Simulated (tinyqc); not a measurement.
## Surface Green function of a two-leg ladder, Sancho-Rubio decimation: effect of the broadening

A semi-infinite lead of cells 0, 1, 2, ... with H0 inside a cell and H1 = <cell i|H|cell i + 1>. One rung (site 1 on leg a, site 2 on leg b) is a cell; all hoppings enter with a minus sign. z = E + i eta.

Start with e_s = e = H0, a = H1, b = H1^dagger. Each round: g = (z - e)^(-1); e_s <- e_s + a g b; e <- e + a g b + b g a; a <- a g a; b <- b g b (all with the old a, b). Round k joins cells 2^k apart. Stop when the largest entry of the matrices a and b is below 1e-12 eV; g_s = (z - e_s)^(-1), bulk (z - e)^(-1), density of states -Im Tr/pi. The last column counts the steps of the plain recursion g <- (z - H0 - H1 g H1^dagger)^(-1), one cell a step from g = (z - H0)^(-1), until no entry changes by more than 1e-8 1/eV.

Parameters, values chosen for the exercise: energy E = -1.33 eV.

H0 (eV):

|  | 1 | 2 |
|---|---|---|
| 1 | 0 | -1.15 |
| 2 | -1.15 | 0.1 |

H1 (eV):

|  | 1 | 2 |
|---|---|---|
| 1 | -1 | 0 |
| 2 | 0 | -0.74 |

Effect of the broadening:

| eta (eV) | rounds | surface density of states (1/eV) | plain steps |
|---|---|---|---|
| 0.3 | 8 | 0.3250 | 55 |
| 0.1 | 9 | 0.3467 | 167 |
| 0.04 | 11 | 0.3538 | 420 |
| 0.02 | 12 | 0.3563 | 840 |
| 0.01 | 13 | 0.3576 | 1681 |
| 0.004 | 14 | 0.3583 | 4205 |

What does the table show?

The rounds go from 8 to 14 and the plain steps from 55 to 4205. Inside a band the plain recursion needs a number of steps that grows as 1/eta, the decimation only as log2(1/eta). The density of states tends to 0.3588 1/eV as eta goes to zero; the first row is 9.4 % below that and the last 0.14 % below it.

Program tinyqc, `OMP_NUM_THREADS=1 python tinyqc.py 2680029 2680030 out.jsonl`; Intel Xeon 2.30GHz, shared host, one thread, about 0.07 s.
